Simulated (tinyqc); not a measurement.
# Interface traps from C-V curves, high-low and Terman methods: two studies

MOS capacitor on an n-type substrate; psi is the band bending, negative in depletion; only majority carriers are counted. At the bending psi the Fermi level lies y = xi - psi below the conduction edge at the surface, xi = Vt ln(Nc/Nd). Dit(y) = D0 + D1 exp(-y/E1); traps fill up to the Fermi level, follow the bias and a slow signal, and do not follow a fast one. V is the gate voltage from flat band.

Inputs (values chosen for the exercise); band and dielectric values close to those of germanium: temperature T = 300 K; relative permittivity eps_r = 15.7; conduction-band density of states at T Nc = 1.05e19 cm^-3; donor density Nd = 1.3e16 cm^-3; equivalent oxide thickness EOT = 5.1 nm; trap density far from the band edge D0 = 3.5e10 cm^-2 eV^-1; band-tail density at the conduction edge D1 = 1.2e12 cm^-2 eV^-1; decay energy of the tail E1 = 0.18 eV.

Constants: q = 1.602176634e-19 C, kB = 1.380649e-23 J/K, Vt = kB T/q, eps0 = 8.8541878128e-14 F/cm where lengths are in cm. Results are converted to the units shown.

Each table varies one quantity; the others keep the values above.

## Effect of the oxide thickness on the signal

Cox = 3.9 eps0/EOT, LD = sqrt(eps0 eps_r Vt/(q Nd)), u = psi/Vt, Cd = (eps0 eps_r/(sqrt(2) LD)) |exp(u) - 1|/sqrt(exp(u) - u - 1). Ideal V0 = psi - sqrt(2) (eps0 eps_r Vt/LD) sqrt(exp(u) - u - 1)/Cox for psi < 0; the traps add dV = (q/Cox) times the integral of Dit from 0 to psi = (q/Cox) [D0 psi + D1 E1 exp(-xi/E1) (exp(psi/E1) - 1)]. 1/C_HF = 1/Cox + 1/Cd, 1/C_LF = 1/Cox + 1/(Cd + q Dit). All at psi = -0.109 V.

Effect of the oxide thickness on the signal:
```
EOT (nm)	dV (mV)	C_HF (nF/cm^2)	C_LF (nF/cm^2)	(C_LF - C_HF)/Cox (%)
1.4	-2.685	123.2	163.8	1.644
2.5	-4.794	118.6	155.7	2.685
4.4	-8.437	111.3	143.4	4.087
8	-15.34	99.74	124.7	5.792
14	-26.85	85.01	102.5	7.100
26	-49.86	65.62	75.59	7.505
46	-88.21	47.55	52.57	6.692
```

What does the comparison show?

The stretch-out grows in proportion to the EOT, from -2.68 to -88.2 mV, so thin oxides leave Terman's method little to read; the high-low gap goes from 1.64 through a maximum of 7.51 (at EOT = 26 nm among the rows listed) to 6.69 % of Cox.

## An error in the doping read as traps

The sample has Nd; the ideal curve is drawn with Nd (1 + e). At the true psi = -0.109 V the measured C_HF is matched to the ideal curve, which gives psi', and Dit = (Cox/q) [dV/dpsi' - 1 - Cd'(psi')/Cox], derivatives exact.

The same in every row: true Dit (cm^-2 eV^-1) = 2.854e11.

An error in the doping read as traps:
```
e	psi' (V)	apparent Dit (cm^-2 eV^-1)
-0.15	-0.09461	9.620e11
-0.1	-0.09948	7.213e11
-0.05	-0.1043	4.963e11
-0.02	-0.1071	3.681e11
0	-0.1090	2.854e11
0.02	-0.1109	2.048e11
0.05	-0.1137	8.760e10
0.1	-0.1183	-9.823e10
0.15	-0.1229	-2.730e11
```

What does the comparison show?

The apparent Dit falls from 9.62e11 to -2.73e11 cm^-2 eV^-1, against the true 2.85e11. An error of +5 % in the doping shifts it by -1.98e11 cm^-2 eV^-1, 69.3 % of the true value, and a negative result appears where the assumed doping is too high.

Range of the model: In a narrow-gap semiconductor minority carriers respond as well once the bending nears the inversion point; they are left out.

Computed by the program tinyqc: `OMP_NUM_THREADS=1 python tinyqc.py 2030159 2030160 out.jsonl`, one thread of a shared Intel Xeon 2.30GHz, about 0.01 s for the whole run.
